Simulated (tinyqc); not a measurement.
Inside a calculation. Model: undoped symmetric double-gate MOSFET, analytic potential model.

Program tinyqc, `OMP_NUM_THREADS=1 python tinyqc.py 2440048 2440049 out.jsonl`; Intel Xeon 2.30GHz, shared host, one thread, about 0.01 s. Printed values are rounded.

An undoped body of thickness ts between two equal insulators and tied gates; long channel, electrons only, n = ni exp((psi - V)/Vt) with V the quasi-Fermi potential (0 at the source, Vd at the drain), constant mobility, no quantisation. Across the body psi(x) = V - 2 Vt ln[(ts/(2 beta)) sqrt(q ni/(2 eps0 eps_r Vt)) cos(2 beta x/ts)], x from the centre. Q is the electron charge per area of the whole body.

Values chosen for this exercise; material values close to those of silicon: temperature T = 400 K; band gap Eg = 1.1 eV; relative permittivity of the semiconductor eps_r = 11.5; conduction-band density of states at T Nc = 4.23e19 cm^-3; valence-band density of states at T Nv = 4.06e19 cm^-3; relative permittivity of the gate insulator eox = 7.37; insulator thickness tox = 3.1 nm; body thickness ts = 10 nm; gate work function less that of the intrinsic body dphi = -0.14 V; channel mobility mu = 130 cm^2/(V s); gate length L = 0.2 um; gate voltage Vg = 0.38 V; drain voltage Vd = 0.05 V.

Constants: q = 1.602176634e-19 C, kB = 1.380649e-23 J/K, Vt = kB T/q, eps0 = 8.8541878128e-14 F/cm where lengths are in cm. Results are converted to the units shown.

## Constants of the body

ni = sqrt(Nc Nv) exp(-Eg/(2 Vt)), Eg in volts; r = eps_r tox/(eox ts); V0 = dphi + 2 Vt ln[(2/ts) sqrt(2 eps0 eps_r Vt/(q ni))].

ni = 4.87235e12 cm^-3
r = 0.483718
V0 = 0.300966 V

## Iteration 1: beta at the source by Newton steps

beta at the start = 0.3

With V = 0: f = ln(beta) - ln(cos beta) + 2 r beta tan(beta) - (Vg - V0)/(2 Vt); f' = 1/beta + tan(beta) + 2 r [tan(beta) + beta/cos^2(beta)]; beta(new) = beta - f/f'.

f = -2.21495
f' = 4.25993
beta after iteration 1 = 0.819949

## Iteration 2: beta at the source by Newton steps

As before.

f = -0.112565
f' = 5.03206
beta after iteration 2 = 0.842319

## Course of the iteration: beta at the source by Newton steps

Stop when beta changes by less than 1e-11, or after 40 iterations. beta must stay between 0 and pi/2.

Course of the iteration:
```
iteration      beta  |change|
1          0.819949     0.520
2          0.842319    0.0224
3          0.841900   4.19e-4
4          0.841900   1.56e-7
5          0.841900   < 1e-13
```

Converged in 5 iterations. At the end the number of correct digits about doubles with each step.

## Charges and drain current

beta_s = 0.841900
beta_d = 0.685590

beta (between 0 and pi/2) solves (Vg - V0 - V)/(2 Vt) = ln(beta) - ln(cos beta) + 2 r beta tan(beta). Q = 8 eps0 eps_r Vt beta tan(beta)/ts; I = mu (1/L)(4 eps0 eps_r/ts)(2 Vt)^2 [g(beta_s) - g(beta_d)] per width, g = beta tan(beta) - beta^2/2 + r beta^2 tan^2(beta), with beta_s at V = 0 and beta_d at V = Vd.

Qs = 264.735 nC/cm^2
Qd = 157.456 nC/cm^2
g(beta_s) = 1.01846
g(beta_d) = 0.477876
I = 6.80155 uA/um

The term r beta^2 tan^2(beta), which gives the square law, makes up 42.2 % of g at the source.

## Potential and electron density across the body at the source

x/ts, point 0 to 6: 0  0.1  0.2  0.3  0.4  0.45  0.5

psi(x) as above with V = 0 and beta = beta_s; n = ni exp(psi/Vt).

```
point   psi (V)   n (cm^-3)
0      0.429102  1.24217e18
1      0.430083  1.27806e18
2      0.433087  1.39442e18
3      0.438299  1.62203e18
4      0.446086  2.03318e18
5      0.451137  2.35404e18
6      0.457118  2.80008e18
```

The density at the surface is 2.25 times that at the centre (1/cos^2 beta).
